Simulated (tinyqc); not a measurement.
## Strained alloy layer of InP and GaP on (001) GaAs, model-solid band line-up: gaps, strain and offsets against composition

The layer is x parts of the first compound and 1 - x of the second, grown coherently on the third as substrate and barrier. Rows of the table: lattice constant a, average valence level Ea on an absolute scale, spin-orbit splitting so, gaps at Gamma, X and L, hydrostatic deformation potentials av and ac (Gamma), shear potential b, elastic constants, electron and heavy-hole (along z) masses. All are interpolated linearly in x; gaps get -C x (1 - x), taken wholly in the conduction band; real line-ups can differ from this model by 0.1 eV or more.

In-plane strain e = (a_substrate - a)/a, e_z = -2 (c12/c11) e, volume change 2 e + e_z. With v = 2 e + e_z and d = 2 b (e_z - e): Eav = Ea + av v; E_hh = Eav + so/3 - d/2; E_lh = Eav - so/6 + d/4 + sqrt(so^2 + so d + 9 d^2/4)/2; E_c = Ea + so/3 + EG + ac v (Gamma). Substrate: E_v = Ea + so/3, E_c = E_v + EG. Well depths: dEc = E_c(substrate) - E_c, dEhh = E_hh - E_v(substrate), dElh likewise; strained Gamma gap E_c - max(E_hh, E_lh); positive values confine carriers in the layer. Matthews-Blakeslee for 60-degree dislocations in a single layer: hc = k (ln(hc/bv) + 1), k = bv (1 - nu/4)/(4 pi |e| (1 + nu)), nu = c12/(c11 + c12), bv = a/sqrt(2); the larger root. The valence offset is the larger of dEhh and dElh; a dash marks |e| under 0.02 % or no root.

Values chosen for this exercise: bowing of the Gamma gap CG = 0.65 eV; bowing of the X gap CX = 0.2 eV; bowing of the L gap CL = 1.03 eV.

Binary compounds, values chosen for the exercise:

|  | close to InP | close to GaP | close to GaAs |
|---|---|---|---|
| a (angstrom) | 5.869 | 5.451 | 5.653 |
| Ea (eV) | -7.04 | -7.4 | -6.92 |
| so (eV) | 0.111 | 0.0797 | 0.344 |
| EG (eV) | 1.34 | 2.76 | 1.43 |
| EX (eV) | 2.18 | 2.28 | 1.89 |
| EL (eV) | 1.93 | 2.62 | 1.69 |
| av (eV) | 1.27 | 1.71 | 1.17 |
| ac (eV) | -5.05 | -7.07 | -7.23 |
| b (eV) | -1.71 | -1.82 | -1.7 |
| c11 (GPa) | 102 | 139 | 119 |
| c12 (GPa) | 55.3 | 61.5 | 53 |
| me (m0) | 0.0793 | 0.129 | 0.0676 |
| mh (m0) | 0.527 | 0.332 | 0.345 |

Results:

| x | e (%) | relaxed Gamma gap (eV) | lower of X and L gaps (eV) | strained Gamma gap (eV) | E_hh - E_lh (meV) | dEc (eV) | valence offset (eV) | hc (nm) |
|---|---|---|---|---|---|---|---|---|
| 0.25 | 1.755 | 2.283 | 2.217 | 2.029 | -160.2 | -0.2537 | -0.3456 | 4.20 |
| 0.31 | 1.298 | 2.181 | 2.186 | 2.000 | -114.9 | -0.2084 | -0.3615 | 6.39 |
| 0.38 | 0.7694 | 2.067 | 2.115 | 1.966 | -64.25 | -0.1589 | -0.3772 | 12.8 |
| 0.5 | -0.1237 | 1.887 | 2.018 | 1.893 | 8.193 | -0.08234 | -0.3805 | 119 |
| 0.56 | -0.5643 | 1.805 | 1.980 | 1.828 | 30.38 | -0.04812 | -0.3494 | 19.0 |
| 0.62 | -1.001 | 1.726 | 1.950 | 1.765 | 43.06 | -0.01664 | -0.3180 | 9.09 |
| 0.69 | -1.506 | 1.641 | 1.924 | 1.694 | 51.32 | 0.01660 | -0.2807 | 5.24 |
| 0.75 | -1.934 | 1.573 | 1.909 | 1.636 | 55.82 | 0.04207 | -0.2484 | 3.67 |

Estimate the missing row, x = 0.44.

Computed row:

| x | e (%) | relaxed Gamma gap (eV) | lower of X and L gaps (eV) | strained Gamma gap (eV) | E_hh - E_lh (meV) | dEc (eV) | valence offset (eV) | hc (nm) |
|---|---|---|---|---|---|---|---|---|
| 0.44 | 0.3209 | 1.975 | 2.063 | 1.936 | -24.57 | -0.1193 | -0.3866 | 38.2 |

With this row back in the table: The relaxed Gamma gap falls from 2.28 to 1.57 eV and the strained one falls from 2.03 to 1.64 eV. The lattice matches the substrate at x = 0.483; the heavy hole is on top where the layer is compressed (e < 0) and the light hole where it is stretched. The relaxed alloy turns direct at x = 0.301. dEc rises from -0.254 to 0.0421 eV and the valence offset goes from -0.346 through a minimum of -0.387 (at x = 0.44 among the rows listed) to -0.248 eV. At the largest strain listed, -1.93 %, strain changes the gap by 63.2 meV. For x = 0.25 the lowest conduction valley of the relaxed alloy is X or L, so the gap and dEc listed hold for Gamma only.

Numbers from tinyqc (`OMP_NUM_THREADS=1 python tinyqc.py 2690018 2690019 out.jsonl`; about 0.01 s on one thread of a shared Intel Xeon 2.30GHz).
